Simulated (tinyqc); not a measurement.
Strain, valley repopulation and piezoresistance in a many-valley conduction band: one step, computed by the program tinyqc.

Valleys are ellipsoids with mass m_l along the axis a and m_t across it, parabolic, with one constant relaxation time; strain shifts the valleys and leaves the masses alone. Currents are taken along [111], along the load, and along [1-10], across the load.

Task: Mobility tensor and resistance change. Mobility tensor mu = e tau sum_v (n_v/n) [1/m_t + (1/m_l - 1/m_t) a a^T]; unstrained mu_0 = e tau (1/m_l + 2/m_t)/3; resistivity along d from the inverse tensor, rho_d = d.mu^-1.d/(n e), mobility along d = 1/(d.mu^-1.d); gauge pi_d = (rho_d/rho_0 - 1)/X.

Inputs (values chosen for the exercise, modelled on germanium):

| quantity | value | unit |
|---|---|---|
| longitudinal mass m_l | 1.55 | m_0 |
| transverse mass m_t | 0.0821 | m_0 |
| relaxation time tau | 89 | fs |
| temperature T | 350 | K |

Valley axes: <111> (4 valleys). Load: uniaxial [111].

share of the electrons: [111] 0.1639155, [-111] 0.2786948, [1-11] 0.2786948, [11-1] 0.2786948

Constants: e = 1.602176634e-19 C; m_0 = 9.1093837015e-31 kg.

Give: mobility tensor; unstrained mobility mu_0; mobility along the first direction; mobility along the second direction; resistance change along the first direction; resistance change along the second direction.

Result:

mobility tensor (cm^2/(V s)):
```
      x     y     z
x  1305    69    69
y    69  1305    69
z    69    69  1305
```

unstrained mobility mu_0 = 1305 cm^2/(V s)

mobility along the first direction = 1443 cm^2/(V s)

mobility along the second direction = 1236 cm^2/(V s)

resistance change along the first direction = -9.576 %

resistance change along the second direction = 5.591 %

The mobility lies between e tau/m_l = 101 and e tau/m_t = 1910; the trace stays at 3 mu_0. Along the first direction the filled valleys present more of their light mass.
